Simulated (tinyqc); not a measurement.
Worked calculation: kinetic Monte Carlo and master equation for a particle on a ring of sites with traps and bias. Computed by tinyqc, a small Python program that keeps every step. Command: `OMP_NUM_THREADS=1 python tinyqc.py 3027879 3027880 out.jsonl kmc walk`. One thread of a shared host (Intel(R) Xeon(R) Processor @ 2.30GHz), about 0.06 s of CPU time with the checks. Intermediate numbers are printed to about 6 digits and carried at full precision; extremes and crossings named in words are read from the listed rows.

5 sites on a ring, numbered 1 to 5. The saddle between i and i+1 lies at E0 + s b_i and site i at s eps_i; a force F tilts the landscape, with the saddle half-way.

Inputs (values chosen for the exercise, for a model defect):
```
quantity                         value         unit
reference barrier E0              0.71           eV
scale factor s of the disorder       1            -
attempt frequency nu               1.9          THz
temperature T                      720            K
site spacing a                     2.3     angstrom
force F along the ring           0.021  eV/angstrom
seed of the random numbers      903444            -
```

Disorder: both.

site energies eps_i (eV): -0.13  0  0  0  -0.14

saddle shifts b_i between sites i and i+1 (eV): 0.058  -0.061  -0.091  -0.066  0.039

Constants: k_B = 8.617333262e-05 eV/K.

## Rate table

Rates: k(i to i+1) = nu exp(-(E0 + s b_i - s eps_i - F a/2)/(k_B T)), k(i to i-1) = nu exp(-(E0 + s b_(i-1) - s eps_i + F a/2)/(k_B T)). Share right = k right/(k right + k left); mean stay = 1/(k right + k left).

Rates, shares of right hops and mean stays:
```
site  k right (1/s)  k left (1/s)  share right  mean stay (s)
1       1.45236e+06   9.05695e+05     0.615914    4.24079e-07
2       8.03519e+07   5.41936e+06     0.936816    1.16589e-08
3       1.30313e+08   3.68902e+07     0.779369    5.98076e-09
4       8.70953e+07   5.98276e+07     0.592796    6.80629e-09
5       1.67907e+06   4.18748e+06     0.286211    1.70458e-07
```

The particle stays longest on site 1, 70.9 times as long as on the quickest site.

## Twelve steps of the residence-time algorithm

Random numbers:
```
step      r1      r2
1     0.6788  0.3732
2     0.8171  0.2426
3     0.2557  0.6059
4     0.8059  0.6058
5     0.2049  0.6447
6     0.0846  0.5810
7     0.4363  0.6206
8     0.4666  0.5857
9     0.4269  0.2042
10    0.1965  0.1995
11    0.2675  0.7902
12    0.8407  0.9044
```

Start on site 1 at t = 0. Hop right if r1 is below the share right, else left; advance the clock by -ln(r2) times the mean stay.

Trajectory:
```
step  site    hop     wait (s)    clock (s)  net hops
1        1   left  4.17990e-07  4.17990e-07        -1
2        5   left  2.41426e-07  6.59416e-07        -2
3        4  right  3.41023e-09  6.62827e-07        -1
4        5   left  8.54344e-08  7.48261e-07        -2
5        4  right  2.98776e-09  7.51249e-07        -1
6        5  right  9.25594e-08  8.43808e-07         0
7        1  right  2.02315e-07  1.04612e-06         1
8        2  right  6.23691e-09  1.05236e-06         2
9        3  right  9.50136e-09  1.06186e-06         3
10       4  right  1.09713e-08  1.07283e-06         4
11       5  right  4.01376e-08  1.11297e-06         5
12       1   left  4.26130e-08  1.15558e-06         4
```

## Steady state

Master equation dP/dt = W P, W_(i+1,i) = k right, W_(i-1,i) = k left, columns summing to zero. The steady state is its null vector; drift v = a sum P_i (k right - k left). D = a^2 lambda''(0)/2, where lambda(q) is the leading eigenvalue of W with right hops weighted by exp(q) and left hops by exp(-q). The slowest relaxation rate is minus the real part of the next eigenvalue of W. 1 angstrom = 1e-8 cm.

occupations P_i: 0.409021  0.014787  0.018279  0.031223  0.526690

drift velocity v = 0.0590990 cm/s

diffusivity D = 2.51209e-09 cm^2/s

slowest relaxation rate = 3.91650e+06 1/s

The Boltzmann occupations exp(-s eps_i/(k_B T))/Z differ from these by at most 0.065: the current piles particles up in front of high saddles.

## Closed form at zero force

At zero force D0 = a^2 nu exp(-E0/(k_B T)) / [<exp(-s eps/(k_B T))> <exp(s b/(k_B T))>], with means over the ring; Einstein relation v = D0 F/(k_B T); 1 angstrom = 1e-8 cm.

zero-force diffusivity D0 = 2.42540e-09 cm^2/s

D0 over the value without disorder = 0.225089

Einstein drift = 0.0820913 cm/s

F a/(k_B T) = 0.778; the true drift is 0.7199 times the Einstein value.

## Sampled drift against the exact one

400 independent walkers start on sites drawn with weights P_i (k right + k left), the steady shares of hops (random numbers not printed); the estimate is total displacement over total time, with its standard error from the spread between walkers.

Drift from sampling:
```
hops per walker  estimate (cm/s)  standard error (cm/s)  deviation in standard errors
10                     0.0597721             0.00453017                       0.14858
30                     0.0585771             0.00255572                      -0.20422
100                    0.0582574             0.00125116                      -0.67264
300                    0.0582883             0.00074239                      -1.09205
1000                   0.0580099             0.00040848                      -2.66616
3000                   0.0586429             0.00023046                      -1.97904
```

The exact drift is 0.05910 cm/s. The standard error falls by a factor 3.06 from 100 to 1000 hops (sqrt10 = 3.16), and in the last row it is 0.39 % of the drift.

Checks made by the program: closed form against the master equation at zero force (relative difference 2e-06).
